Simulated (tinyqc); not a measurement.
Leakage through a gate insulator: direct, Fowler-Nordheim, trap-assisted and Poole-Frenkel currents: one step, computed by the program tinyqc. Command: `OMP_NUM_THREADS=1 python tinyqc.py 3000326 3000327 out.jsonl oxideleak walk`. One thread of a shared host (Intel(R) Xeon(R) Processor @ 2.30GHz), about 0.01 s of CPU time with the checks.

Electrons enter from the cathode Fermi level at x = 0; the conduction band of the insulator lies phi_b - e F x above it, F = V/t. WKB exponents use a parabolic band with mass m.

Question. Field and tunnelling without traps. For a level a distance phi(x) below the band, the WKB exponent is 2 int kappa dx with kappa = sqrt(m phi/(hbar^2/2m_0)); for a linear barrier from phi_1 down to phi_2 = max(phi_1 - e F d, 0) it is G = (4/3) sqrt(m/(hbar^2/2m_0)) (phi_1^(3/2) - phi_2^(3/2))/(e F). J_tun = e^3 F^2/(16 pi^2 hbar m phi_b) x exp(-G) / [1 - sqrt(phi_2/phi_b)]^2 with the free-electron mass in the cathode (m in m_0), phi_2 = max(phi_b - e V, 0): direct tunnelling for e V < phi_b, Fowler-Nordheim above. Image forces, back-flow and the limit on supply are left out, so J_tun is overstated below about 0.5 V. Equivalent oxide thickness = 3.9 t/eps_ox.

Inputs (values chosen for the exercise, with an insulator like SiO2):

| quantity | value | unit |
|---|---|---|
| thickness t | 1.7 | nm |
| barrier phi_b | 3.1 | eV |
| tunnelling mass m | 0.41 | m_0 |
| static constant eps_ox | 4.03 | - |
| voltage across the insulator V | 0.81 | V |

Constants: hbar^2/(2 m_0) = 3.80998212 eV angstrom^2; e = 1.602176634e-19 C; hbar = 1.054571817e-34 J s.

Give: field F; equivalent oxide thickness; WKB exponent G; tunnelling current J_tun.

Answer.

field F = 4.765 MV/cm

equivalent oxide thickness = 1.645 nm

WKB exponent G = 18.29

tunnelling current J_tun = 15.85 A/cm^2

The barrier is a trapezoid: direct tunnelling.
